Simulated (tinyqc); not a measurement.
Phonon polaritons: single-oscillator infrared dielectric function of a polar cubic crystal. Computed by tinyqc, a small Python program. Command: `OMP_NUM_THREADS=1 python tinyqc.py 3013091 3013092 out.jsonl infrared walk`. One thread of a shared host (Intel(R) Xeon(R) Processor @ 2.30GHz), about 0.01 s of CPU time with the checks.

One ion pair, charges +Z* and -Z*, in a cell of volume Omega = a^3/4. Frequencies omega are given as wavenumbers (1/cm); eps_s is the static dielectric constant.

Inputs (values chosen for the exercise, modelled on zinc selenide):
```
quantity            value      unit
lattice constant a  5.668  angstrom
mass M_A            65.38         u
mass M_B            78.97         u
omega_TO              210      1/cm
Born charge Z*       2.09         e
eps_inf              6.07         -
```

Structure: zinc blende. Free carriers: absent.

Constants: nu for 1 eV/(angstrom^2 u) = 15.6333042 THz; 1 THz = 33.35640952 1/cm; e^2/(4 pi eps_0) = 14.39964548 eV angstrom.

Method. mu = M_A M_B/(M_A + M_B); ionic plasma term W^2 = 4 pi Z*^2 (e^2/(4 pi eps_0))/(Omega mu) in eV/(angstrom^2 u), turned into 1/cm by W = 15.6333042 x 33.35640952 x sqrt(W^2); omega_LO^2 = omega_TO^2 + W^2/eps_inf; eps_s = eps_inf + W^2/omega_TO^2; Szigeti charge 3 Z*/(eps_inf + 2); longitudinal (Callen) charge Z*/eps_inf. Transverse waves without damping obey Q^2 = omega^2 eps(omega), Q = wave vector/(2 pi) in 1/cm: eps_inf omega^4 - (eps_inf omega_LO^2 + Q^2) omega^2 + Q^2 omega_TO^2 = 0.

eps_s = 9.06334

omega_LO = 256.607 1/cm

Branches (1/cm):
```
Q     lower branch  upper branch  Q/sqrt(eps_s)  Q/sqrt(eps_inf)
63           20.89         257.0           20.9             25.6
190          62.13         260.6           63.1             77.1
380         117.65         275.3          126.2            154.2
630         167.05         321.4          209.3            255.7
950         192.14         421.4          315.6            385.6
1600        204.24         667.7          531.5            649.4
3200        208.62        1307.4         1062.9           1298.8
6300        209.65        2561.4         2092.6           2557.1
```

What follows from these numbers?

The lower branch starts as light slowed by sqrt(eps_s) (0.998 of that line) and ends at 0.998 omega_TO; the upper starts at 1.002 omega_LO and ends at 1.002 of the light line with eps_inf. No branch lies between omega_TO and omega_LO.
